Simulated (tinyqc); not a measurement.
From lone donors to an impurity band: impurity band of shallow donors (Hubbard estimate).

Constants: e^2/(4 pi eps0) = 14.39964547 eV angstrom.

Inputs chosen for the exercise (out of a larger set: near those of two donors in GaAs; not measured data):
```
symbol  value                                                unit         meaning
a       98.2                                                 angstrom     orbital radius
eps     13.1                                                              dielectric constant
Ns      (0.0002, 0.0005, 0.0012, 0.003, 0.007, 0.015, 0.03)  x 1e18/cm^3  donor densities
```

Donors on a simple cubic lattice of spacing R = N^(-1/3) (1/angstrom^3 = 1e24/cm^3), Ha* = q/(eps a), q = e^2/(4 pi eps0), x = R/a. Hopping t = Ha* (1 + x) exp(-x), band width B = 12 t, on-site repulsion U = (5/8) Ha*; the gap closes near B/U = 1.15. Valley factors and disorder are left out.

Results:
```
N (1e18/cm^3)  R (angstrom)  N^(1/3) a   t (meV)   B (meV)       B/U
0.00020              1710.0      0.057  5.64e-06  6.77e-05  9.68e-06
0.00050              1259.9      0.078  0.000415   0.00498  0.000711
0.0012                941.0      0.104   0.00816    0.0979    0.0140
0.0030                693.4      0.142    0.0774     0.929     0.133
0.0070                522.8      0.188     0.345      4.14     0.592
0.015                 405.5      0.242     0.924      11.1      1.59
0.030                 321.8      0.305      1.81      21.7      3.10
```

B/U passes 1.15 between 0.007 and 0.015 x 1e18/cm^3; the root is x = 4.52, N^(1/3) a = 0.221, N = 0.011 x 1e18/cm^3, below the 0.019 that the empirical rule N^(1/3) a = 0.26 gives; the estimate is rough, since random positions, the overlap of the orbitals and screening are left out. While N grows by 150 times, t grows by 3.2e+05 times.

(tinyqc, `OMP_NUM_THREADS=1 python tinyqc.py 1280499 1280500 out.jsonl`, Intel(R) Xeon(R) Processor @ 2.30GHz, 1 thread, shared host, about 0.01 s.)
